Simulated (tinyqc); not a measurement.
Kink density above f_c: Frenkel-Kontorova chain: a misfit dislocation (kink) in a monolayer on a periodic substrate. Computed by tinyqc, a small Python program. Command: `OMP_NUM_THREADS=1 python tinyqc.py 3014323 3014324 out.jsonl fkchain walk`. One thread of a shared host (Intel(R) Xeon(R) Processor @ 2.30GHz), about 0.03 s of CPU time with the checks.

E = sum_j [(k/2)(x_(j+1) - x_j - b)^2 + (W/2)(1 - cos(2 pi x_j/a))], x_j = a (j + u_j). A kink takes u from 0 to 1: the chain is stretched by one period and has one atom fewer than wells.

Inputs (values chosen for the exercise, for a model overlayer):
```
quantity,value,unit
spring constant k,2.99,eV/angstrom^2
substrate period a,3.95,angstrom
corrugation W,5.59,eV
misfit f = (b - a)/a,0.56,-
atomic mass M,25.1,u
```

Constants: nu for 1 eV/(angstrom^2 u) = 15.6333042 THz.

Method. l0 = sqrt(k a^2/(2 W)); kink u(j) = (2/pi) arctan exp(pi j/l0); kink energy at f = 0: E0 = (4/pi) W l0; with misfit E0 - k a^2 f; kinks become favourable at f_c = 2/(pi l0), and a coherent chain with free ends loses stability at f_m = 1/l0. Lowest vibration of the flat chain: nu0 = 15.6333042 THz x sqrt(2 pi^2 W/(a^2 M)). Frank and van der Merwe: the modulus q solves f = 2 E(q)/(pi l0 q), and the kinks per atom are pi/(2 l0 q K(q)), with the complete elliptic integrals K and E; strain left = f - density (for f above f_c = 2/(pi l0)).

critical misfit f_c = 0.311651

kink width l0 = 2.04273

Continuum ground state:
```
f,q,kinks per atom,strain left
0.3132,0.99901,0.17110,0.14210
0.3179,0.99527,0.20745,0.11045
0.3272,0.98672,0.24213,0.08507
0.3428,0.97075,0.27892,0.06388
0.3740,0.93619,0.33132,0.04268
0.4363,0.86548,0.41232,0.02398
0.5298,0.76734,0.51718,0.01262
0.6856,0.63533,0.67994,0.00566
```

What does the comparison show, and why?

0.50 % above f_c the density is already 0.55 of f: kinks repel only exponentially, so they flood in, as 1/|ln(f - f_c)|. At 2.2 f_c they take up 99.2 % of the misfit and the layer floats nearly free. Caution: a corrugation above 1 eV is larger than real overlayers usually show; it is chosen to keep the kink narrow. Caution: for l0 below about 3 the kink spans few atoms, and the continuum kink energy is off by about 2 per cent or more.
